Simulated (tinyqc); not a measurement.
Inside a calculation: heavy doping: gap narrowing, degeneracy and the minority density. Values are carried at full precision from step to step, so a last printed digit may differ when a step is redone from the rounded ones.

Empirical narrowing (Slotboom form, constants chosen for the exercise; published fits of this form give the apparent narrowing, here it is taken as the true one): dEg = E0 [ln(N/N0) + sqrt(ln(N/N0)^2 + C)].

Constants: kB = 8.617333262e-05 eV/K; e^2/(4 pi eps0) = 14.39964547 eV angstrom.

Values chosen for the exercise (gap and densities of states near those of GaAs at this temperature; narrowing constants of the size fitted for Si, not for this material; shifted at random, so the results belong to these values and not to a real crystal):
```
symbol  value     unit    meaning
N       6.3e+16   1/cm^3  ionised donors, equal to the majority density
E0      7.76      meV     narrowing scale
N0      1.2e+17   1/cm^3  onset density
C       0.5               smoothing constant
Nc      7.66e+17  1/cm^3  conduction-band density of states
Eg      1.361     eV      gap
Nv      1.67e+19  1/cm^3  valence-band density of states
T       450       K
eps     13                dielectric constant
Mv      1                 majority valleys
```

## Gap narrowing

Evaluate at N.

ln(N/N0) = -0.6444
dEg (empirical fit) = 2.42 meV

Well above N0 each decade of doping adds 2 E0 ln 10 = 35.7 meV.

## Degeneracy of the majority band

F_j(eta) = (1/Gamma(j + 1)) integral_0^infinity x^j dx/(1 + exp(x - eta)), which tends to exp(eta) for eta << 0.

Majority: N = Nc F_1/2(eta), eta the distance of EF beyond the majority band edge in kT. Degeneracy factor gam = F_1/2(eta)/exp(eta). ni0^2 = Nc Nv exp(-Eg/kT); product n p = ni0^2 gam exp(dEg/kT), dEg the true narrowing; apparent narrowing dEa = dEg + kT ln gam; minority density = n p/N.

Solve for eta and form gam.

N/Nc = 0.08225
eta = -2.4690
gam = 0.9714

## Product and minority density

Combine both effects.

ni0 = 8.55e+10 1/cm^3
exp(dEg/kT) = 1.06
dEa = 1.3 meV
sqrt(n p) = 8.70e+10 1/cm^3
minority density = 1.20e+05 1/cm^3

Narrowing multiplies the product by 1.06 and degeneracy by 0.971; together they change the minority density by a factor 1.03 against ni0^2/N.

## Two estimates of the size

Two physical estimates, e2 = e^2/(4 pi eps0), N in 1/angstrom^3: exchange shift at the Fermi level, Ex = (e2/eps) kF/pi with kF = (3 pi^2 N/Mv)^(1/3); screened-pair energy (Lanyon-Tuft), Es = (3/4)(e2/eps) qs with qs^2 = (4 pi e2 N/(eps kT)) F_-1/2(eta)/F_1/2(eta).

Evaluate both at N.

kF = 0.01231 1/angstrom
Ex = 4.34 meV
Es = 3.89 meV

Against the fitted dEg = 2.4 meV, Ex is 1.79 and Es 1.61 times as large; each keeps one mechanism only, and Ex assumes a strongly degenerate gas, while here eta is only -2.47.

## Checks

- Minority density against the Boltzmann occupation of the other band at the narrowed gap (1/cm^3): both 1.201e+05.

Program tinyqc; command `OMP_NUM_THREADS=1 python tinyqc.py 1681294 1681295 out.jsonl`; about 0.02 s on one thread of a shared Intel(R) Xeon(R) Processor @ 2.30GHz.
